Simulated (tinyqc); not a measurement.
Luttinger-Kohn k.p, four valence bands, step by step. Computed by tinyqc, a small Python program that keeps every step. Settings: g1 = 10.92, g2 = 1.68, g3 = 2.35. Command: `OMP_NUM_THREADS=1 python tinyqc.py 27188 27189 out.jsonl` (the two numbers bound the seeds that draw the settings). One thread of a shared host (Intel(R) Xeon(R) Processor @ 2.60GHz), about 0.01 s of CPU time with the checks.

## Bloch Hamiltonian at k

Luttinger parameters chosen for this model; energies are counted downward from the top of the valence band:
```
parameter      value  unit
g1         10.920000
g2          1.680000
g3          2.350000
```

k point k (1/angstrom): [0.0150, 0.0260, -0.0030]

P = c g1 k^2, Q = c g2 (kx^2 + ky^2 - 2 kz^2), R = c sqrt3 [-g2 (kx^2 - ky^2) + 2i g3 kx ky], S = 2 c sqrt3 g3 (kx - i ky) kz, c = hbar^2/2m = 3.809982 eV angstrom^2; rows [P+Q, -S, R, 0], [-S*, P-Q, 0, R], [R*, 0, P-Q, S], [0, R*, S*, P+Q]. The path ends lie at |k| = 0.07 1/angstrom.

H(k) at k (eV), order 3/2, 1/2, -1/2, -3/2:
```
[[0.0435, 0.0014-0.0024i, 0.0050+0.0121i, 0.0000],
 [0.0014+0.0024i, 0.0322, 0.0000, 0.0050+0.0121i],
 [0.0050-0.0121i, 0.0000, 0.0322, -0.0014+0.0024i],
 [0.0000, 0.0050-0.0121i, -0.0014-0.0024i, 0.0435]]
```

## Levels at k

Diagonalise the Hermitian matrix.

eigenvalues (eV): [0.0233, 0.0233, 0.0524, 0.0524]

## Bands along a path

The same steps at evenly spaced points between the labelled ones.

Bands along the path (eV):
```
k             band 1  band 2  band 3  band 4
[111]         0.1161  0.1161  0.2916  0.2916
[111]-G 0.25  0.0653  0.0653  0.1640  0.1640
[111]-G 0.50  0.0290  0.0290  0.0729  0.0729
[111]-G 0.75  0.0073  0.0073  0.0182  0.0182
G             0.0000  0.0000  0.0000  0.0000
G-[100] 0.25  0.0088  0.0088  0.0167  0.0167
G-[100] 0.50  0.0353  0.0353  0.0666  0.0666
G-[100] 0.75  0.0794  0.0794  0.1500  0.1500
[100]         0.1411  0.1411  0.2666  0.2666
```

## Hole masses

E = c [g1 k^2 -/+ 2 sqrt(g2^2 k^4 + 3 (g3^2 - g2^2)(kx^2 ky^2 + ky^2 kz^2 + kz^2 kx^2))] with c = hbar^2/2m, and m* = hbar^2 k^2 / (2 E).

Masses (electron masses):
```
direction   heavy   light
[100]      0.1323  0.0700
[110]      0.1535  0.0653
[111]      0.1608  0.0640
```
